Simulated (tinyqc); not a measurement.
Inside a calculation: Slater-Koster d bands of a bcc metal. Values are carried at full precision from step to step, so a last printed digit may differ when a step is redone from the rounded ones.

Slater-Koster d bands. For a bond with direction cosines (l, m, n) the 5 x 5 block is dds Ps + ddp Pp + ddd (1 - Ps - Pp), the projectors on sigma, pi and delta states about the bond; for instance <xy|xy> = 3 l^2 m^2 dds + (l^2 + m^2 - 4 l^2 m^2) ddp + (n^2 + l^2 m^2) ddd, <xy|yz> = 3 l m^2 n dds + l n (1 - 4 m^2) ddp + l n (m^2 - 1) ddd and <3z2-r2|3z2-r2> = (n^2 - (l^2 + m^2)/2)^2 dds + 3 n^2 (l^2 + m^2) ddp + (3/4)(l^2 + m^2)^2 ddd. H(k) sums the blocks times cos(k.R) over the neighbours; the d level is the zero of energy; k in 2 pi/a.

Values chosen for the exercise (of the size met in Fe; the results hold for these values, not for the real material): dds = -0.704 eV (dd sigma); ddp = 0.345 eV (dd pi); ddd = -0.077 eV (dd delta); f2 = 0.487 (factor on all three integrals for second neighbours); k = (0.07, 0.27, 0) 2 pi/a (wave vector); Nd = 7 (d electrons per atom).

## The block of one bond

Direction (1,1,1)/sqrt3; its eigenvalues must be dds once, ddp twice and ddd twice.

block (eV), lower triangle:
```
             xy       yz       zx   x2-y2  3z2-r2
xy      -0.1922
yz      -0.2559  -0.1922
zx      -0.2559  -0.2559  -0.1922
x2-y2         0  -0.1407   0.1407  0.2043
3z2-r2  -0.1624   0.0812   0.0812       0  0.2043
```

## Levels at Gamma

Neighbours: eight at (a/2)(1,1,1) and equivalents, and six at a(1,0,0) and equivalents with the integrals times f2.

Summing the blocks at k = 0 gives E(t2g) = (8/3) dds + (16/9) ddp + (32/9) ddd + f2 (4 ddp + 2 ddd), E(eg) = (16/3) ddp + (8/3) ddd + f2 (3 dds + 3 ddd).

levels (eV): t2g (threefold) -0.9407, eg (twofold) 0.4936

The t2g level lies lower, by 1.4343 eV.

## The Hamiltonian at one k

Sum over the neighbours.

H(k) (eV), lower triangle:
```
             xy       yz       zx   x2-y2  3z2-r2
xy      -0.8055
yz            0  -0.7664
zx            0   0.3350  -0.3430
x2-y2         0        0        0  0.5645
3z2-r2   0.2126        0        0  0.2724  0.1918
```

## Levels and character

Diagonalise H; t2g is xy, yz, zx and eg the other two.

levels (eV): -0.9510  -0.8512  -0.1584  0.0870  0.7149

weights:
```
     band 1  band 2  band 3  band 4  band 5
t2g   1.000   0.954   1.000   0.041   0.005
eg    0.000   0.046   0.000   0.959   0.995
```

## Levels at points of symmetry

Coordinates: G (0, 0, 0), H (1, 0, 0), N (0.5, 0.5, 0), P (0.5, 0.5, 0.5); the others lie half way.

Levels (eV):
```
k        band 1  band 2  band 3  band 4  band 5
G        -0.941  -0.941  -0.941   0.494   0.494
G-H 0.5  -0.991  -0.075  -0.075   0.230   0.747
H        -2.776  -2.776   2.135   2.135   2.135
N        -1.972  -1.814   0.836   0.991   2.122
P        -0.597  -0.597  -0.597   1.141   1.141
P-G 0.5  -1.425  -1.425   0.736   0.736   0.904
G-N 0.5  -1.456  -1.169   0.456   0.591   0.742
```

On these points the bands run from -2.776 (H) to 2.135 eV (H).

## Second moment and the rectangular band

mu2 = z (dds^2 + 2 ddp^2 + 2 ddd^2)/5 per orbital, with z = 8 + 6 f2^2. A rectangular band with the same mu2 has width W = sqrt(12 mu2), Fermi level W (Nd/10 - 1/2) and bond energy -W Nd (10 - Nd)/20 (Friedel).

mu2 = 1.4050 eV^2
W = 4.1061 eV
Fermi level = 0.8212 eV
bond energy per atom = -4.3114 eV

The bond energy is the attractive part alone; the repulsion between atoms, left out, cancels a large share of it in the cohesive energy.

## Checks

- Levels at Gamma from the formulas against H(0): they agree to 1e-10 or better.
- Second moment from the formula against the mean square level on the mesh: both 1.40502.

Run: tinyqc, `OMP_NUM_THREADS=1 python tinyqc.py 1480923 1480924 out.jsonl`; Intel(R) Xeon(R) Processor @ 2.30GHz, one thread, shared host; about 0.02 s of CPU time with all checks.
